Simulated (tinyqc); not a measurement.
The decay curve: photoconductance decay in a wafer: bulk and surface recombination modes, and iron detection by pair splitting. Computed by tinyqc, a small Python program. Command: `OMP_NUM_THREADS=1 python tinyqc.py 3113395 3113396 out.jsonl pcd walk`. One thread of a shared host (Intel(R) Xeon(R) Processor @ 2.30GHz), about 0.01 s of CPU time with the checks.

Both faces of the wafer have the same S; injection is low and all coefficients are constant. x runs from -W/2 to W/2.

Inputs (values chosen for the exercise, modelled on p-type silicon):
```
quantity                          value         unit
thickness W                         775   micrometre
diffusivity D                      25.5       cm^2/s
bulk lifetime tau_b without iron     44  microsecond
surface recombination velocity S    640         cm/s
absorption coefficient alpha        570         1/cm
```

Method:
- Even modes cos(a x) obey b tan b = S W/(2 D) with b = a W/2, odd modes sin(a x) obey -b cot b = S W/(2 D); each decays at the rate 1/tau_b + D a^2.
- tau_eff is the decay time of the first mode. The surface time is 1/(D a^2) of that mode; shortcuts for it are W/(2 S), W^2/(pi^2 D) and their sum, whose error is sum/surface time - 1.
- Light from one face makes n(x, 0) proportional to exp(-alpha (x + W/2)). Only even modes carry the thickness average: weight c_n = [sin b/b] int n cos(a x) dx / (int cos^2(a x) dx x mean n), with int exp(-alpha (x + W/2)) cos(a x) dx = [alpha cos b (1 - E) + a sin b (1 + E)]/(alpha^2 + a^2), E = exp(-alpha W), and int cos^2 = W/2 + sin(2 b)/(2 a).
- Mean density = sum_n c_n exp(-t/tau_n) over 60 modes; the local decay time is -1/(d ln n/dt).

W^2/(pi^2 D) = 23.8651 microsecond

tau_eff = 28.5361 microsecond

Decay:
```
t / (W^2/(pi^2 D))  t (microsecond)  mean density/start  local decay time (microsecond)
0.02                          0.477             0.92828                           9.024
0.05                          1.193             0.86900                          12.530
0.10                          2.387             0.79957                          15.984
0.20                          4.773             0.70096                          20.053
0.50                         11.933             0.51531                          25.765
1.00                         23.865             0.33310                          28.202
2.00                         47.730             0.14402                          28.532
```

What follows from these numbers?

The local decay time goes from 9.02 to 28.5 microsecond against tau_eff = 28.5. Early on higher modes speed the decay, so a fit must start late.
